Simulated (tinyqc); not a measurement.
# Floating body of a partially depleted SOI transistor: body voltage and kink: two studies

Source at 0 V. Channel current Ic = 2 nf K Vt^2 [F(0) - F(Vd)](1 + la Vd), F(V) = ln^2(1 + exp((Vg - VT - nf V)/(2 nf Vt))), VT = VT0 - gb Vb. Saturation voltage Vs = 2 Vt sqrt(F(0)) + 3 Vt, excess Ve = (Vd - Vs + sqrt((Vd - Vs)^2 + 0.0004 V^2))/2, multiplication M1 = Ai Ve exp(-Bl/Ve). Each junction passes D(v) = J1 (exp(v/Vt) - 1) + J2 (exp(v/(2 Vt)) - 1). Bipolar current Ib = bb J1 (exp(Vb/Vt) - 1). The body settles where M1 (Ic + Ib) = D(Vb) + D(Vb - Vd) + Vb/Rb; drain current Id = (1 + M1)(Ic + Ib) - D(Vb - Vd).

Inputs (values chosen for the exercise); values of the order met in partially depleted silicon-on-insulator transistors:
- T = 358 K (temperature)
- VT0 = 0.47 V (threshold at zero body voltage)
- gb = 0.12 (fall of the threshold per volt of body voltage)
- nf = 1.47 (slope factor)
- K = 460 uA/(V^2 um) (gain factor per width)
- la = 0.04 1/V (channel-length modulation factor)
- Ai = 1.59 1/V (impact-ionisation prefactor)
- Bl = 5.1 V (impact-ionisation voltage)
- J1 = 3e-10 uA/um (diffusion saturation current of each junction)
- J2 = 3.7e-8 uA/um (recombination saturation current of each junction)
- bb = 3 (gain of the lateral bipolar transistor on the diffusion current)
- Rb = 1e9 kohm um (resistance of a weak body tie to the source (1e9 stands for no tie, and the term is then dropped))
- Vg = 0.67 V (gate voltage)
- Vd = 1.9 V (drain voltage)

Constants: q = 1.602176634e-19 C, kB = 1.380649e-23 J/K, Vt = kB T/q. Results are converted to the units shown.

Each table varies one quantity; the others keep the values above.

## Output curve and kink

Rows with more than one solution for Vb (latch) are left out; dId/dVd by a forward difference over 1e-4 V, swing = 1e-4 V over the change of log10 Id; M1 under 1e-12 is printed as 0.

Output curve and kink:
```
Vd (V)  Vb (V)        M1  Id, floating (uA/um)  Id, grounded (uA/um)  ratio  dId/dVd, floating (uS/um)  dId/dVd, grounded (uS/um)
0.6     0.2328  2.376e-7                 8.848                 7.031  1.258                      16.28                     0.2748
0.8     0.4461  5.751e-5                 10.83                 7.087  1.528                      6.413                     0.2883
1       0.5393  0.001007                 11.86                 7.152  1.659                      4.457                     0.3859
1.2     0.5953  0.005719                 12.77                 7.252  1.761                      4.950                     0.6413
1.4     0.6340   0.01846                 13.99                 7.419  1.886                      7.708                      1.060
1.6     0.6638   0.04317                 16.05                 7.684  2.089                      13.56                      1.601
1.8     0.6891   0.08255                 19.82                 8.065  2.457                      25.66                      2.217
2       0.7135    0.1380                 27.46                 8.573  3.203                      56.09                      2.868
2.2     0.7414    0.2096                 47.47                 9.212  5.153                      176.2                      3.525
```

What does the comparison show?

Vb rises from 0.233 to 0.741 V and the ratio of the currents rises from 1.26 to 5.15. The output conductance with a floating body exceeds the grounded value by the largest factor among the rows, 59.2, at Vd = 0.6 V, where Vb = 0.233 V and M1 = 2.38e-7.

## Transfer curve and swing

Same model as above.

Transfer curve and swing:
columns A: Vg (V); B: Vb (V); C: M1; D: Id, floating (uA/um); E: Id, grounded (uA/um); F: ratio; G: swing, floating (mV/decade); H: swing, grounded (mV/decade)
```
A          B        C         D         E      F      G      H
0.02  0.3601   0.1708  3.274e-4  7.900e-5  4.144  85.68  104.8
0.12  0.4459   0.1702  0.004253  7.063e-4  6.021  93.77  105.5
0.22  0.5203   0.1684   0.04515  0.006144  7.349  101.7  107.7
0.32  0.5856   0.1634    0.3777   0.04954  7.625  117.9  114.0
0.42  0.6371   0.1527     2.119    0.3329  6.363  156.0  130.5
0.52  0.6721   0.1363     7.265     1.612  4.507  228.6  167.2
0.62  0.6938   0.1176     16.72     5.248  3.186  335.8  231.2
0.72  0.7070  0.09911     29.90     12.26  2.440  466.4  320.2
0.82  0.7150  0.08208     46.04     22.86  2.014  608.2  425.9
```

Vb rises from 0.360 to 0.715 V. The smallest swing among the rows is 85.7 mV a decade with a floating body (at Vg = 0.02 V) and 105 with a grounded one; Vt ln 10 = 71.0. The floating swing is smaller by more than 3 % for Vg = 0.02, 0.12, 0.22 V, where the rising Vb lowers the threshold as Vg rises. In the first row the floating body raises the current by a factor of 4.14.

Range of the model: The multiplication law is an empirical form chosen for the exercise; self-heating and capacitive coupling to the body are left out, and the linear laws are rough once Vb passes about 0.7 V or M1 about 0.1.

Numbers from tinyqc (`OMP_NUM_THREADS=1 python tinyqc.py 2182204 2182205 out.jsonl`; about 0.2 s on one thread of a shared Intel Xeon 2.30GHz).
